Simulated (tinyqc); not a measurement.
Worked calculation: quantum-confined Stark effect in a modulator well. Values are carried at full precision from step to step, so a last printed digit may differ when a step is redone from the rounded ones.

Constants: hbar^2/2m0 = 3.80998211 eV angstrom^2; e^2/(4 pi eps0) = 14.39964547 eV angstrom; hc = 1239.841984 eV nm.

Inputs chosen for the exercise (near those of a Ge well in SiGe, direct gap; shifted at random, so the results belong to these values and not to a real crystal):
- L = 146 angstrom (well width)
- me = 0.0406 m0 (electron, well)
- mh = 0.208 m0 (heavy hole along z, well)
- F = 57 kV/cm (field)
- Vc = 0.388 eV (conduction offset)
- Vv = 0.108 eV (heavy-hole offset)
- meb = 0.0552 m0 (electron, barrier)
- mhb = 0.226 m0 (heavy hole, barrier)
- Eg = 0.83 eV (gap of the well)
- mp = 0.073 m0 (heavy hole in the plane)
- eps = 15.8 (dielectric constant)
- dE = 12 meV (operating point below the zero-field line)
- G = 6 meV (half width of the exciton line)

## Estimate for hard walls

Second order: each level moves by -C m (e F)^2 L^4/(2c), C = (15/pi^2 - 1)/(24 pi^2), c = hbar^2/2m0, 1 kV/cm = 1e-5 eV/angstrom. It holds while e F L is no more than about twice 3 c pi^2/(m L^2).

Estimate:

| carrier | shift (meV) | e F L over the level spacing |
|---|---|---|
| electron | -1.73 | 0.64 |
| heavy hole | -8.84 | 3.27 |

The hole, 5.1 times heavier, carries 84 % of the estimated shift; for it the ratio exceeds 3, so second order overstates its shift, by 13 % at a ratio of 3 and 60 % at 8.

## Levels and envelopes

Envelopes on cells of 0.5 angstrom over the well |z| < L/2 and 45 angstrom of barrier on each side, psi = 0 beyond, psi'/m continuous (mean mass between points), c = hbar^2/2m0. The electron sees + e F z and the hole - e F z, each with its offset in the barriers; 1 kV/cm = 1e-5 eV/angstrom. Light holes, band mixing and escape by tunnelling are left out.

Ground levels, squared overlap and separation <z>_h - <z>_e without and with the field.

Results:

| F (kV/cm) | E_e (meV) | E_h (meV) | overlap^2 | separation (angstrom) |
|---|---|---|---|---|
| 0 | 27.87 | 6.02 | 0.998 | 0.0 |
| 57 | 23.70 | -7.46 | 0.420 | 52.9 |

The electron level moves by -4.17 meV (2.4 times the hard-wall estimate, since it leaks into the barriers and sees a wider well) and the hole level by -13.48 meV (1.52 times).

## Exciton

Exciton: in-plane function exp(-rho/lam), 1/mu = 1/me + 1/mp, E(lam) = c/(mu lam^2) - (q/eps) times the integral over k of Fm(k)(1 + (k lam/2)^2)^(-3/2), Fm(k) the double integral of psi_e^2 psi_h^2 exp(-k |z - z'|), q = e^2/(4 pi eps0); binding Eb = -E at the minimum. Line at Eg + E_e + E_h - Eb, strength proportional to overlap^2/lam^2.

Minimise over lam without and with the field.

Results:

| F (kV/cm) | lam (angstrom) | Eb (meV) | line (eV) | nm | overlap^2/lam^2 (1e-4/angstrom^2) |
|---|---|---|---|---|---|
| 0 | 241.0 | 3.57 | 0.8603 | 1441.1 | 0.1718 |
| 57 | 274.1 | 3.06 | 0.8432 | 1470.4 | 0.0559 |

The weaker binding gives back 0.51 meV of the red shift, leaving 17.1 meV; the strength falls to 33 %.

## Contrast at the operating point

With a Gaussian line of half width G, the absorption at E_op = line(0) - dE is proportional to strength x exp(-ln2 ((E_op - line)/G)^2); continuum absorption is left out. Give it at both fields, relative to the zero-field peak.

E_op = 0.8483 eV
wavelength = 1461.5 nm

absorption without and with the field: 0.062  0.20

The field changes the absorption by +0.13 of the zero-field peak. The zero-field tail still absorbs here, since dE is no more than 2G, which costs insertion loss.

## Checks

- Zero-field levels against the matching condition of the square well, meV: largest difference 2.8e-02.
- Slope d(E_e + E_h)/dF against minus the separation (Hellmann-Feynman), angstrom: both -52.9.

Computed by tinyqc, a small Python program: `OMP_NUM_THREADS=1 python tinyqc.py 1251668 1251669 out.jsonl` (the numbers bound the seed that draws the inputs); one thread of a shared host (Intel(R) Xeon(R) Processor @ 2.30GHz), about 0.2 s for the whole set of steps.
